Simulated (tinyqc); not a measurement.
Worked calculation: tight binding, honeycomb lattice. Computed by tinyqc, a small Python program that keeps every step. Settings: t1 = 1.0, t2 = 0, phi = 1.57, delta = 0, points = 6. Command: `OMP_NUM_THREADS=1 python tinyqc.py 21367 21368 out.jsonl` (the two numbers bound the seeds that draw the settings). One thread of a shared host (Intel(R) Xeon(R) Processor @ 2.60GHz), about 0.01 s of CPU time with the checks.

## Bloch Hamiltonian at k

Parameters chosen for this model:
```
parameter     value                        unit
t1         1.000000                 eV, nearest
t2                0       eV, second neighbours
phi        1.570000  rad, phase of t2 (Haldane)
delta             0          eV, +/- on A and B
```

k point k (fractions of the reciprocal vectors): -0.1300  -0.2600

H_AB = -t1 (1 + exp(-i k.a1) + exp(-i k.a2)); H_AA = delta - 2 t2 sum cos(k.b + phi), H_BB = -delta - 2 t2 sum cos(k.b - phi), b = a1, a2 - a1, -a2.

H(k) at k (eV):
```
                 A                B
A           0.0000  -1.6218-1.7270i
B  -1.6218+1.7270i           0.0000
```

## Levels at k

Diagonalise the Hermitian matrix.

eigenvalues (eV): -2.3691  2.3691

weights |c|^2 of the basis functions:
```
   band 1  band 2
A  0.5000  0.5000
B  0.5000  0.5000
```

## Bloch Hamiltonian at K

k point K (fractions of the reciprocal vectors): 0.3333  0.6667

As before.

H(k) at K (eV):
```
        A       B
A  0.0000  0.0000
B  0.0000  0.0000
```

## Levels at K

As before.

eigenvalues (eV): 0.0000  0.0000

## Bands along a path

The same steps at evenly spaced points between the labelled ones.

Bands along the path (eV):
```
k           band 1  band 2
G          -3.0000  3.0000
G-K 0.25   -2.7321  2.7321
G-K 0.50   -2.0000  2.0000
G-K 0.75   -1.0000  1.0000
K                0       0
K-M 0.25   -0.4142  0.4142
K-M 0.50   -0.7321  0.7321
K-M 0.75   -0.9319  0.9319
M          -1.0000  1.0000
M-K' 0.25  -0.9319  0.9319
M-K' 0.50  -0.7321  0.7321
M-K' 0.75  -0.4142  0.4142
K'               0       0
```

With 1 band(s) filled, the highest filled level on these points lies at K and the lowest empty one at K: the bands touch or overlap, so there is no gap.
